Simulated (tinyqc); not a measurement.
From results back to parameters: donors with valley-orbit split 1s states. Three cases, with inputs chosen for the exercise.

Problem. The electron density is given and ND is hidden.

Each donor binds at most one electron, in any of its states. For a site s, W_s = sum over its states of g exp(E/kT), and the ionised share is 1/(1 + W_s exp(eta)), eta = (EF - Ec)/kT; n = Nc F_1/2(eta); neutrality n + NA = ND x (mean ionised share); holes are neglected. Nc from N = 2 (m kB T/(4 pi c))^(3/2) with c = hbar^2/2m0, in 1/angstrom^3; times 1e24 for 1/cm^3, m = md. F_j(eta) = (1/Gamma(j + 1)) integral_0^infinity x^j dx/(1 + exp(x - eta)), which tends to exp(eta) for eta << 0.

Constants: hbar^2/2m0 = 3.80998211 eV angstrom^2; kB = 8.617333262e-05 eV/K.

Find: eta; mean ionised share; ND.

Method. n/Nc gives eta, eta and W_s give the ionised share, and ND = (n + NA)/share.

Case 1.

Values chosen (near those of P in Si; the results hold for these values, not for the real material):
- md = 1.054 m0 (density-of-states mass of the conduction band)
- E = (44.8, 33.6, 32.2) meV (binding energies of 1s(A1), 1s(T2), 1s(E))
- g = (2, 6, 4) (their degeneracies with spin)
- T = 250 K
- NA = 0 1/cm^3 (compensating acceptors, all ionised)

n = 1.4933e+15 1/cm^3

Solution.

eta = -9.535
mean ionised share = 0.996
ND = 1.5e+15 1/cm^3

Case 2.

Values chosen (near those of P in Si; the results hold for these values, not for the real material):
- md = 1.052 m0 (density-of-states mass of the conduction band)
- E = (45.4, 33.3, 32.1) meV (binding energies of 1s(A1), 1s(T2), 1s(E))
- g = (2, 6, 4) (their degeneracies with spin)
- T = 300 K
- NA = 0 1/cm^3 (compensating acceptors, all ionised)

n = 1.9931e+15 1/cm^3

Solution.

eta = -9.517
mean ionised share = 0.997
ND = 2.0e+15 1/cm^3

Case 3.

Values chosen (near those of Sb in Si; the results hold for these values, not for the real material):
- md = 1.048 m0 (density-of-states mass of the conduction band)
- E = (42.4, 32.3, 30.1) meV (binding energies of 1s(A1), 1s(T2), 1s(E))
- g = (2, 6, 4) (their degeneracies with spin)
- T = 300 K
- NA = 0 1/cm^3 (compensating acceptors, all ionised)

n = 2.4899e+15 1/cm^3

Solution.

eta = -9.288
mean ionised share = 0.996
ND = 2.5e+15 1/cm^3

Computed by tinyqc, one run a case: `OMP_NUM_THREADS=1 python tinyqc.py N N+1 out.jsonl` with N = 1680732, 1680761, 1680790; one thread of a shared Intel(R) Xeon(R) Processor @ 2.30GHz, about 0.01 s a run at most.
